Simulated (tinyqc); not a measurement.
Worked calculation: two electrons on one impurity (helium-like model). Values are carried at full precision from step to step, so a last printed digit may differ when a step is redone from the rounded ones.

Units Ha* = 2 Ry m/eps^2 and a* = a0 eps/m. One electron is bound by Z^2/2. Two electrons in the singlet built from exp(-a r) and exp(-b r): S = 8 (ab)^(3/2)/(a + b)^3, h_aa = a^2/2 - Z a, h_bb alike, h_ab = S (ab/2 - Z (a + b)/2), J = ab (a^2 + 3ab + b^2)/(a + b)^3, K = 20 (ab)^3/(a + b)^5, E = (h_aa + h_bb + 2 S h_ab + J + K)/(1 + S^2). For a = b this is a^2 - 2 Z a + 5a/8. Real double donors are deeper, since the central cell is left out.

Constants: Ry = 13.60569312 eV; a0 (Bohr radius) = 0.5291772105 angstrom.

Values chosen for the exercise (near those of impurities in GaAs; shifted at random, so the results belong to these values and not to a real crystal): m = 0.069 m0 (one mean mass); eps = 13.2 (dielectric constant); Z = 2 (effective charge (1: D- centre, 2: double donor; other values mimic a central cell)); ab = (2.16, 0.98) 1/a* (trial exponents a, b).

## Units and equal orbitals

Give Ha*, a*, the best common exponent Z - 5/16, E = -(Z - 5/16)^2, and the binding of the second electron -Z^2/2 - E.

Ha* = 10.776 meV
a* = 101.23 angstrom
exponent = 1.6875
E with equal orbitals = -2.84766 Ha*
binding of the second electron = 9.13 meV

The first electron is bound by 21.6 meV, 2.36 times as much as the second.

## Unequal orbitals

Evaluate the integrals and E.

S, h_aa, h_bb, h_ab, J, K: 0.79583  -1.98720  -1.47980  -1.65660  0.81887  0.62147

E = -2.85512 Ha*

This lies 0.0075 Ha* below the best equal-orbital value -(Z - 5/16)^2.

## The minimum over a and b

Give a, b, E, both binding energies and U, their difference.

a, b (1/a*): 2.183  1.189

E = -2.87566 Ha*

binding of the first and second electron (meV): 21.55  9.44

U = 12.12 meV

Letting one electron stay close and the other roam (decay lengths 46 and 85 angstrom) gains 0.30 meV. The exact value for Z = 2 is -2.90372, 0.30 meV lower.

## Checks

- Minimum for Z = 1 against the known -0.51330: both -0.51330.
- Minimum for Z = 2 against the known -2.87566: both -2.87566.

Computed by tinyqc, a small Python program: `OMP_NUM_THREADS=1 python tinyqc.py 1251998 1251999 out.jsonl` (the numbers bound the seed that draws the inputs); one thread of a shared host (Intel(R) Xeon(R) Processor @ 2.30GHz), about 0.03 s for the whole set of steps.
